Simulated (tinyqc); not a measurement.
What each parameter does: Wannier functions of a composite (isolated) pair of valence bands (bonds of an sp chain).

Each atom has a hybrid pointing left (<) and right (>). H(k): diagonal +V3 on A, -V3 on B; <A<|A>> = -V1a, <B<|B>> = -V1b, <A>|B<> = -V2, <B>|A<> = -V2p exp(ik); k in 1/a, Bloch sums with exp(ikR). The two lowest bands are filled. Trial functions in cell 0: g1 = cos(c) A> + sin(c) B<, and g2 = sin(c) B> + cos(c) A< of cell 1, whose Bloch vector has cos(c) exp(-ik) on A<. Projection A_mn = <psi_m|g_n>, S = A^+ A, Loewdin U = A S^(-1/2), Bloch-like states w_n = sum_m psi_m U_mn, H_W(k) = U^+ diag(E) U. P = sum_m |psi_m><psi_m| is free of phase choices, and S = g^+ P g, w = P g S^(-1/2).

Parameters, chosen for this exercise: V2 = 4.04 eV (coupling in the bond A-B inside the cell); V2p = 4.78 eV (coupling in the bond to the next cell); V1a = 0.62 eV (coupling of the two hybrids on A); V1b = 1.74 eV (the same on B); V3 = 1.79 eV (A at +V3, B at -V3); c = 35 degrees (trial bonds cos(c) on A, sin(c) on B); xb = 0.55 a (position of B (A at 0)).

N = 12: centres, total spread (point-like hybrids at R and R + xb) and H_12(0). Each row changes one parameter from the base and keeps the others.

Results:

| case | centre 1 (a) | centre 2 (a) | total spread (a^2) | H_12(0) (eV) |
|---|---|---|---|---|
| base | 0.3863 | 0.6958 | 0.1129 | -1.1917 |
| V2 = 4.44 eV | 0.3777 | 0.6955 | 0.1143 | -1.1791 |
| V2p = 5.18 eV | 0.3865 | 0.7012 | 0.1133 | -1.1814 |
| V1a = 0.82 eV | 0.3857 | 0.6963 | 0.1135 | -1.1902 |
| V1b = 1.94 eV | 0.3865 | 0.6955 | 0.1140 | -1.3275 |
| V3 = 2.19 eV | 0.4055 | 0.6815 | 0.1053 | -1.2514 |
| xb = 0.6 a | 0.4210 | 0.7291 | 0.1156 | -1.1917 |

The largest shifts from the base row, up to three for each result and ties (the steps differ in size, so this ranks the rows, not the parameters). centre 1 (a): xb +0.0347, V3 +0.0192, V2 -0.0086. centre 2 (a): xb +0.0333, V3 -0.0143, V2p +0.0055. total spread (a^2): V3 -0.0076, xb +0.0027, V2 +0.0014. H_12(0) (eV): V1b -0.1357, V3 -0.0597, V2 +0.0126; unchanged at the printed digits by xb.

Program tinyqc; command `OMP_NUM_THREADS=1 python tinyqc.py 1482537 1482538 out.jsonl`; about 0.2 s on one thread of a shared Intel(R) Xeon(R) Processor @ 2.30GHz.
